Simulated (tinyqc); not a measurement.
Estimate of lattice thermal conductivity from elastic moduli (Slack, Klemens and Cahill formulas): one step, computed by the program tinyqc. Command: `OMP_NUM_THREADS=1 python tinyqc.py 3009756 3009757 out.jsonl slack walk`. One thread of a shared host (Intel(R) Xeon(R) Processor @ 2.30GHz), about 0.01 s of CPU time with the checks.

An isotropic solid.

Task: Point defects and grains. High-temperature forms with the classical heat capacity. Klemens: kappa/kappa_0 = arctan(u)/u, u^2 = pi^2 Theta V Gamma kappa_0/(h v_m^2). Grains: 1/kappa_poly = 1/kappa + 1/(C v_m d/3), C = 3 k_B/(n V), the acoustic branches alone.

Inputs (values chosen for the exercise, for a model crystal):
```
quantity,value,unit
volume per atom V,28.6,angstrom^3
atoms per primitive cell n,2,-
temperature T,1200,K
disorder parameter Gamma,0.00011,-
grain size d,710,nm
```

Grueneisen parameter: from thermal expansion.

kappa of the perfect crystal = 1.328760 W/(m K)

Debye temperature Theta = 165.6799 K

v_m = 1701.827 m/s

Constants: h = 6.62607015e-34 J s; k_B = 1.380649e-23 J/K.

Give: disorder scale u; kappa with point defects; grain-boundary limit; kappa of the polycrystal.

Result:

disorder scale u = 0.059682

kappa with point defects = 1.3272 W/(m K)

grain-boundary limit = 291.65 W/(m K)

kappa of the polycrystal = 1.3212 W/(m K)

For small u the loss is about u^2/3 = 0.001. Grains remove a further 0 %.
